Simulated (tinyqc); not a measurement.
Thermodynamics of metal silicides: hull, first phase, silicon consumed, nucleation and stability against SiO2: one step, computed by the program tinyqc.

Entropies of formation of the solids are neglected, so heats stand for free energies. Si fractions: M2Si 0.3333, MSi 0.5000, MSi2 0.6667.

Question. First phase. Effective heat of formation: at the interface the mixture has the Si fraction x_e; the limiting element scales the heat, H_eff = H x_e/x if x_e < x, H (1 - x_e)/(1 - x) otherwise. The rule names the most negative as the first phase; its restriction to congruently melting phases is left out here.

Inputs (values chosen for the exercise, of the order of those of nickel silicides for heats and volumes only):
```
quantity,value,unit
heat of formation of M2Si,-48.8,kJ/mol atoms
heat of formation of MSi,-42.7,kJ/mol atoms
heat of formation of MSi2,-29.8,kJ/mol atoms
Si fraction x_e at the lowest liquidus,0.2,-
```

Phases: M2Si, MSi, MSi2.

Give: H_eff; most negative H_eff.

Answer.

H_eff (kJ/mol atoms): M2Si -29.28, MSi -17.08, MSi2 -8.94

most negative H_eff = -29.28 kJ/mol atoms

The rule picks M2Si, ahead of MSi by 12.2 kJ/mol. The rule is empirical and ignores nucleation barriers.
